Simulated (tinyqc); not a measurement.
What the corrections do to the levels: formation energy of a charged point defect from supercell energies. Computed by tinyqc, a small Python program. Command: `OMP_NUM_THREADS=1 python tinyqc.py 3012720 3012721 out.jsonl formation walk`. One thread of a shared host (Intel(R) Xeon(R) Processor @ 2.30GHz), about 0.01 s of CPU time with the checks.

The host is a compound AB. Making the defect adds n_A = 0, n_B = -1, n_X = 1 atoms to the cell. All total energies are inputs. E_F is counted from the valence-band maximum (VBM); x = 0 is A-rich and x = 1 B-rich growth.

Inputs (values chosen for the exercise, with gap and screening modelled on GaAs):

| quantity | value | unit |
|---|---|---|
| gap E_g | 1.4 | eV |
| E_VBM of the host cell | 3.349 | eV |
| potential alignment dV | 0.08 | eV |
| dielectric constant eps | 12.4 | - |
| cell length L | 11.7 | angstrom |
| mu_B of the pure element | -2.346 | eV |
| formation enthalpy dH of AB | -0.998 | eV |
| growth condition x | 0.68 | - |
| mu_X of the pure element | -2.835 | eV |
| formation enthalpy of AX | -1.4 | eV |

Defect: impurity X on a B site. Supercell lattice: bcc.

charge states q: 3  2  1  0

E(defect, q) - E(host), in the order of q (eV): -10.74  -6.164  -1.641  2.866

Constants: e^2/(4 pi eps_0) = 14.39964548 eV angstrom.

Method:
- dmu_A = x dH and dmu_B = (1 - x) dH, so that dmu_A + dmu_B = dH; mu = mu(element) + dmu. The impurity is held at its solubility limit: dmu_X = min(0, dH(AX) - dmu_A).
- The reservoir term is sum n_i mu_i.
- Image-charge correction of a point charge in a neutralising background: E_corr = q^2 alpha e^2/(4 pi eps_0) / (2 eps L), alpha = 2.888462 for a bcc array with L the cube root of the volume.
- E_f(q, E_F) = [E(defect, q) - E(host)] - sum n_i mu_i + q (E_VBM + dV + E_F) + E_corr(q).
- Levels eps(q/q-1) with the terms q dV and E_corr left out or kept.

E_f(q, 0) (eV): (q=+3) 1.72810, (q=+2) 2.15838, (q=+1) 2.82234, (q=0) 3.75700

E_corr (eV): (q=+3) 1.29010, (q=+2) 0.57338, (q=+1) 0.14334, (q=0) 0.00000

Levels above the VBM (eV):

| level | raw | with alignment | with image charge | with both |
|---|---|---|---|---|
| (+3/+2) | 1.227 | 1.147 | 0.5103 | 0.43028 |
| (+2/+1) | 1.174 | 1.094 | 0.7440 | 0.66397 |
| (+1/0) | 1.158 | 1.078 | 1.0147 | 0.93466 |

What follows from these numbers?

Alignment moves every level by -dV = -0.080 eV. The image term moves eps(q/q-1) by (1 - 2q) E_corr(1): (+3/+2) by -0.717, (+2/+1) by -0.430, (+1/0) by -0.143 eV, donor levels down and acceptor levels up. It adds 2 E_corr(1) = 0.287 eV to every U, which turns an apparent negative U of the raw energies into a positive one. Caution: the largest image-charge correction in these energies, q^2 alpha e^2/(8 pi eps_0 eps L) with alpha = 2.888462, exceeds a quarter of the gap; the point-charge term alone is then a rough estimate, usually too large for a charge that is spread out.

Extremes, crossings and ranges named in words are read from the listed rows.
